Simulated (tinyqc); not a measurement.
Comparisons within one model: Peierls distortion of a half-filled chain. A value that a table varies takes the place of the one given here.

Atoms move by +/- u, so bonds change by -/+ 2u and hoppings are t +/- 2 al u. Bands E = -/+ sqrt((2 t cos x)^2 + D^2 sin^2 x) with D = 4 al u, x = k a in (0, pi/2); the gap is 2D. Energy per atom at zero temperature: E(u) = -mean_x sqrt(...) + 2 K u^2; exactly, the mean is (4t/pi) E(1 - z^2), z = D/2t, E the complete elliptic integral of the second kind with parameter m. Coupling lambda = 2 al^2/(pi t K).

Constants: kB = 8.617333262e-05 eV/K.

Parameters, chosen for this exercise: t = 2.32 eV (hopping of the even chain); al = 4.5 eV/angstrom (change of hopping with bond length); K = 31.2 eV/angstrom^2 (spring constant of a bond).

## Energy against distortion

Exact means; both parts are counted from u = 0.

Energies per atom:
```
u (angstrom),gap (eV),electrons (meV),springs (meV),total (meV)
0.0023,0.083,-0.66,0.33,-0.33
0.0058,0.209,-3.50,2.10,-1.40
0.0116,0.418,-11.93,8.40,-3.54
0.0174,0.626,-24.14,18.89,-5.25
0.0232,0.835,-39.51,33.59,-5.92
0.0291,1.048,-57.96,52.84,-5.12
0.0349,1.256,-78.56,76.00,-2.56
0.0407,1.465,-101.34,103.36,2.02
0.0511,1.840,-147.05,162.94,15.89
```

The ratio of electronic gain to elastic cost is 2.00 in the first row and 0.90 in the last: the gain goes as u^2 ln(1/u), so it wins at small u for any K. The total is lowest at u = 0.0232 angstrom and turns positive between 0.0349 and 0.0407.

## A coarse mesh hides or distorts the instability

u0 from the gap equation K = 4 al^2 mean(sin^2 x/|E|) on the mesh x_j = (j + 1/2) pi/(2N); 0 where it has no root.

Results:
```
N,u0 (angstrom),gap (eV),smallest |E| at u = 0 (eV)
1,0.0000,0.000,3.281
2,0.0000,0.000,1.776
3,0.0000,0.000,1.201
4,0.0000,0.000,0.905
6,0.0156,0.561,0.606
8,0.0208,0.750,0.455
12,0.0229,0.823,0.303
20,0.0232,0.836,0.182
40,0.0232,0.837,0.091
4000,0.0232,0.837,0.001
```

For N = 1, 2, 3 and 4 no distortion is found: the mesh leaves its own gap at u = 0, which cuts off the logarithm. u0 is within 1 % of the last row from N = 20 on; the mesh must resolve D = 0.418 eV, and the coherence length xi/a = 2t/D is 11.1.

## Closing of the gap with temperature

The gap equation gains the factor tanh(|E|/2kT); 4000 points; Tp is where its root reaches zero.

Results:
```
T/Tp,T (K),u (angstrom),u/u0
0.20,543,0.0232,1.000
0.40,1087,0.0229,0.986
0.60,1630,0.0211,0.909
0.70,1902,0.0193,0.831
0.80,2174,0.0166,0.714
0.90,2445,0.0123,0.529
0.95,2581,0.0089,0.382
0.99,2690,0.0040,0.174
```

Tp = 2717 K

D(0)/(kB Tp) = 1.787, against 1.764 at weak coupling. u/u0 is 0.909 at 0.6 Tp and 0.529 at 0.9 Tp, and near Tp it goes as sqrt(1 - T/Tp): 2.20 between the last two rows against sqrt(5) = 2.24. In a single chain fluctuations forbid this transition; coupling between chains sets the real one, far lower.

## What moves the distortion

Exact means. Each row changes one parameter from the base and keeps the others.

Results:
```
case,lambda,u0 (angstrom),gap (eV),E(u0) - E(0) (meV)
base,0.1781,0.0232,0.837,-5.92
t = 2.436 eV,0.1696,0.0211,0.761,-4.68
al = 4.725 eV/angstrom,0.1964,0.0290,1.095,-10.07
K = 32.76 eV/angstrom^2,0.1696,0.0201,0.725,-4.46
```

The largest shifts from the base row, up to three for each result and ties (the steps differ in size, so this ranks the rows, not the parameters). lambda: al +0.0183, t -0.0085, K -0.0085. u0 (angstrom): al +0.0057, K -0.0031, t -0.0021. gap (eV): al +0.258, K -0.112, t -0.076. E(u0) - E(0) (meV): al -4.15, K +1.47, t +1.24.

Run: tinyqc, `OMP_NUM_THREADS=1 python tinyqc.py 1680529 1680530 out.jsonl`; Intel(R) Xeon(R) Processor @ 2.30GHz, one thread, shared host; about 0.08 s of CPU time with all checks.
